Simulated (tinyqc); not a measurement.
# Trench capacitor in an array: capacitance, non-linearity, leakage and relaxation: what changes with what

A film between two metal electrodes, each interface adding a series capacitance ci. The small-signal permittivity is ek (1 + aq E^2); the field is found with the linear permittivity. Leakage J = J0 sinh(E/Ef). After a voltage step the film passes a relaxation current kr C V tt^(-nr), tt being the time in seconds. The sidewall is a coaxial capacitor with radii a = dm/2 - t and b = dm/2, depth AR dm; the end face is left out.

Values chosen for this exercise; permittivity of the order of that of tantalum oxide:
```
symbol,value,unit,meaning
ek,24.4,,relative permittivity of the film
t,8.3,nm,film thickness
ci,1000,uF/cm^2,capacitance of each electrode interface (dead layer and screening)
aq,0.0044,cm^2/MV^2,quadratic field coefficient of the permittivity
V,1.5,V,bias
nr,0.956,,exponent of the relaxation current
kr,0.0005,,strength of the relaxation
J0,1.8e-10,A/cm^2,leakage prefactor
Ef,0.48,MV/cm,field for an e-fold rise of the leakage
dm,90,nm,diameter of the hole
pt,140,nm,pitch of the square array
rho,210,uohm cm,resistivity of the inner electrode
t0,1e-7,s,duration of the write pulse
```

Constants: eps0 = 8.8541878128e-14 F/cm where lengths are in cm. Results are converted to the units shown.

Each table varies one quantity; the others keep the values above.

## Capacitance, non-linearity and leakage against thickness

Planar film: Cf = eps0 ek/t, 1/C = 1/Cf + 2/ci, EOT = 3.9 eps0/C, effective permittivity C t/eps0, E = (V/t) C/Cf; quadratic coefficient [C(V)/C - 1]/V^2 with Cf (1 + aq E^2) in C(V).

Result of one run:

| t (nm) | C (uF/cm^2) | EOT (nm) | effective permittivity | E (MV/cm) | quadratic coefficient (ppm/V^2) | J (A/cm^2) |
|---|---|---|---|---|---|---|
| 60 | 0.3598 | 9.597 | 24.38 | 0.2498 | 122.0 | 9.797e-11 |

What becomes of these results when the film thickness t is changed from 60 to 14 nm, all else the same?

Result of the changed run:

| t (nm) | C (uF/cm^2) | EOT (nm) | effective permittivity | E (MV/cm) | quadratic coefficient (ppm/V^2) | J (A/cm^2) |
|---|---|---|---|---|---|---|
| 14 | 1.538 | 2.245 | 24.32 | 1.068 | 2224 | 8.233e-10 |

The whole series:

| t (nm) | C (uF/cm^2) | EOT (nm) | effective permittivity | E (MV/cm) | quadratic coefficient (ppm/V^2) | J (A/cm^2) |
|---|---|---|---|---|---|---|
| 3.1 | 6.873 | 0.5024 | 24.06 | 4.772 | 4.386e4 | 1.871e-6 |
| 4.5 | 4.755 | 0.7262 | 24.17 | 3.302 | 2.110e4 | 8.740e-8 |
| 6.5 | 3.302 | 1.046 | 24.24 | 2.292 | 1.021e4 | 1.068e-8 |
| 9.4 | 2.288 | 1.509 | 24.29 | 1.588 | 4911 | 2.460e-9 |
| 14 | 1.538 | 2.245 | 24.32 | 1.068 | 2224 | 8.233e-10 |
| 20 | 1.078 | 3.204 | 24.35 | 0.7484 | 1093 | 4.090e-10 |
| 29 | 0.7439 | 4.642 | 24.36 | 0.5165 | 520.9 | 2.333e-10 |
| 41 | 0.5264 | 6.560 | 24.37 | 0.3655 | 260.9 | 1.507e-10 |
| 60 | 0.3598 | 9.597 | 24.38 | 0.2498 | 122.0 | 9.797e-11 |

C falls from 6.87 to 0.360 uF/cm^2 while the effective permittivity goes from 24.1 to 24.4 (ek = 24.4). EOT is a straight line in t with slope 3.9/ek = 0.160 and intercept 0.00691 nm. The quadratic coefficient goes as t^(-1.96) between the first two rows and t^(-2.00) between the last two (-2 without interfaces), and J falls by 4.28 decades. For t = 3.1 direct tunnelling, left out, would add to the leakage.

## Cell against the aspect ratio

Per length 1/c = ln(b/a)/(2 pi eps0 ek) + (1/a + 1/b)/(2 pi ci); cell capacitance c AR dm; per footprint over pt^2; fields c V/(2 pi eps0 ek r) at r = a and b; resistance of the inner electrode rho AR dm/(pi a^2); time constant R C/3 of the distributed line.

The same in every row: field at a (MV/cm) = 1.994; field at b (MV/cm) = 1.626.

Results:

| AR | cell capacitance (fF) | per footprint (uF/cm^2) | R (kohm) | R C/3 (ps) |
|---|---|---|---|---|
| 5 | 2.980 | 15.21 | 0.2233 | 0.2219 |
| 10 | 5.961 | 30.41 | 0.4467 | 0.8875 |
| 20 | 11.92 | 60.82 | 0.8933 | 3.550 |
| 30 | 17.88 | 91.24 | 1.340 | 7.987 |
| 50 | 29.80 | 152.1 | 2.233 | 22.19 |
| 100 | 59.61 | 304.1 | 4.467 | 88.75 |

Estimate the missing row, AR = 70.

Computed row:

| AR | cell capacitance (fF) | per footprint (uF/cm^2) | R (kohm) | R C/3 (ps) |
|---|---|---|---|---|
| 70 | 41.73 | 212.9 | 3.127 | 43.49 |

With this row back in the table: As AR goes from 5 to 100, the cell capacitance rises from 2.98 to 59.6 fF, the capacitance per footprint rises from 15.2 to 304 uF/cm^2, the ratio of the two fields stays at 1.23 and R C/3 rises from 0.222 to 88.7 ps; the time constant goes as AR^(2.00) between the first two rows and AR^(2.00) between the last two.

## Charge lost after writing

Planar film: Cf = eps0 ek/t, 1/C = 1/Cf + 2/ci, EOT = 3.9 eps0/C, effective permittivity C t/eps0, E = (V/t) C/Cf. A capacitor written for t0 and then left open loses, as a share of C V, kr (tt^(1 - nr) - t0^(1 - nr))/(1 - nr) by relaxation and J tt/(C V) by leakage; both are taken as small, and rows far outside that range are left out.

The same in every row: leakage current (nA/cm^2) = 3.808.

Charge lost after writing:

| tt (s) | relaxation current (nA/cm^2) | loss by relaxation (%) | loss by leakage (%) | total loss (%) |
|---|---|---|---|---|
| 1e-6 | 1.057e6 | 0.05962 | 9.803e-8 | 0.05962 |
| 1e-5 | 1.170e5 | 0.1256 | 9.803e-7 | 0.1256 |
| 0.0001 | 1.295e4 | 0.1986 | 9.803e-6 | 0.1986 |
| 0.001 | 1433 | 0.2794 | 9.803e-5 | 0.2795 |
| 0.01 | 158.6 | 0.3688 | 9.803e-4 | 0.3698 |
| 0.1 | 17.55 | 0.4677 | 0.009803 | 0.4775 |
| 1 | 1.942 | 0.5772 | 0.09803 | 0.6753 |
| 10 | 0.2149 | 0.6984 | 0.9803 | 1.679 |

The two currents are equal at tt = 0.494 s. The loss by relaxation grows from 0.0596 to 0.698 %, by 0.0660 points over the first decade and 0.121 over the last, while the loss by leakage grows tenfold a decade. Leakage is the larger loss for tt = 10 s.

tinyqc, about 0.01 s, one thread, Intel Xeon 2.30GHz (shared host): `OMP_NUM_THREADS=1 python tinyqc.py 2102027 2102028 out.jsonl`
